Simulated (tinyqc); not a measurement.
# Capacitance measurement on a leaky thin oxide: effects of series resistance and leakage: effects of single changes

The device is a capacitance C in parallel with a leakage conductance G, in series with Rs and Ls. An impedance meter reports either a parallel pair (Cp, Gp) from Y = 1/Z = Gp + i w Cp or a series pair (Cs, Rm) from Z = Rm + 1/(i w Cs); w = 2 pi f, dissipation D = Gp/(w |Cp|).

Parameters, values chosen for the exercise; values of the order met in thin-oxide MOS capacitors: relative permittivity of the gate insulator (close to aluminium oxide) eox = 8.82; insulator thickness tox = 2.5 nm; gate area A = 400 um^2; oxide-equivalent thickness added by the accumulation layer zc = 0.57 nm; oxide-equivalent thickness added by gate depletion zp = 0 nm; gate leakage current density, not matched to the thickness Jg = 3.2 A/cm^2; voltage for an e-fold rise of the leakage Vs = 0.2 V; series resistance Rs = 130 ohm; series inductance Ls = 0 nH; measuring frequency f = 50000 Hz.

Constants: eps0 = 8.8541878128e-14 F/cm where lengths are in cm. Results are converted to the units shown.

Each table varies one quantity; the others keep the values above.

## Readings against frequency

EOT = 3.9 tox/eox; CET = EOT + zc + zp; C = 3.9 eps0 A/CET; G = Jg A/Vs. Z = Rs + i w Ls + 1/(G + i w C); CET read from Cp = 3.9 eps0 A/Cp; errors under 0.001 % are printed as 0.

The same in every row: C (pF) = 8.244.

Readings against frequency:

| f (Hz) | Cp (pF) | Cs (pF) | D | error of Cp (%) | error of Cs (%) | CET read from Cp (nm) |
|---|---|---|---|---|---|---|
| 1000 | 8.109 | 1.259e7 | 1246 | -1.64 | 1.53e8 | 1.703 |
| 3000 | 8.109 | 1.398e6 | 415.3 | -1.64 | 1.70e7 | 1.703 |
| 10000 | 8.109 | 1.259e5 | 124.6 | -1.64 | 1.53e6 | 1.703 |
| 30000 | 8.109 | 1.399e4 | 41.53 | -1.64 | 1.70e5 | 1.703 |
| 1e5 | 8.109 | 1267 | 12.46 | -1.64 | 1.53e4 | 1.703 |
| 3e5 | 8.109 | 148.1 | 4.155 | -1.64 | 1700 | 1.703 |
| 1e6 | 8.108 | 20.83 | 1.253 | -1.65 | 153 | 1.704 |
| 3e6 | 8.105 | 9.642 | 0.4355 | -1.68 | 17.0 | 1.704 |
| 1e7 | 8.073 | 8.370 | 0.1919 | -2.08 | 1.53 | 1.711 |
| 3e7 | 7.796 | 8.258 | 0.2435 | -5.44 | 0.170 | 1.772 |

D goes from 1250 through a minimum of 0.192 (at f = 1e7 Hz among the rows listed) to 0.244; without inductance its minimum lies at f = sqrt(G (1 + G Rs)/Rs)/(2 pi C) = 1.36e7 Hz. The error of Cp goes from -1.64 to -5.44 % and that of Cs from 1.53e8 to 0.170 %; at low frequency Cp tends to C/(1 + G Rs)^2 and Cs grows as 1 + (G/(w C))^2. One of the two readings is within 2 % of C for f = 1000, 3000, 10000, 30000, 1e5, 3e5, 1e6, 3e6, 1e7, 3e7 Hz. For f = 1000, 3000, 10000, 30000, 1e5, 3e5, 1e6 D exceeds 1, where the accuracy of real meters degrades in proportion to sqrt(1 + D^2).

## Effect of the series resistance

Same model as above.

The same in every row: C (pF) = 8.244; Cs (pF) = 5042.

Effect of the series resistance:

| Rs (ohm) | Cp (pF) | D | error of Cp (%) | error of Cs (%) | CET read from Cp (nm) |
|---|---|---|---|---|---|
| 1 | 8.243 | 24.71 | -0.0128 | 6.11e4 | 1.676 |
| 3 | 8.241 | 24.72 | -0.0384 | 6.11e4 | 1.676 |
| 10 | 8.234 | 24.73 | -0.128 | 6.11e4 | 1.678 |
| 30 | 8.213 | 24.76 | -0.383 | 6.11e4 | 1.682 |
| 100 | 8.140 | 24.87 | -1.27 | 6.11e4 | 1.697 |
| 300 | 7.936 | 25.19 | -3.73 | 6.11e4 | 1.740 |
| 1000 | 7.282 | 26.29 | -11.7 | 6.11e4 | 1.897 |
| 3000 | 5.802 | 29.46 | -29.6 | 6.11e4 | 2.381 |

What does the comparison show?

As Rs goes from 1 to 3000, the error of Cp goes from -0.0128 to -29.6 %, that of Cs from 61100 to 61100 %, and D rises from 24.7 to 29.5. The CET read from Cp goes from 1.68 to 2.38 nm against the true 1.68 nm. Rs does not enter the imaginary part of Z, so Cs does not depend on it. In every row D exceeds 1, where the accuracy of real meters degrades in proportion to sqrt(1 + D^2).

Numbers from tinyqc (`OMP_NUM_THREADS=1 python tinyqc.py 2022134 2022135 out.jsonl`; about 0.01 s on one thread of a shared Intel Xeon 2.30GHz).
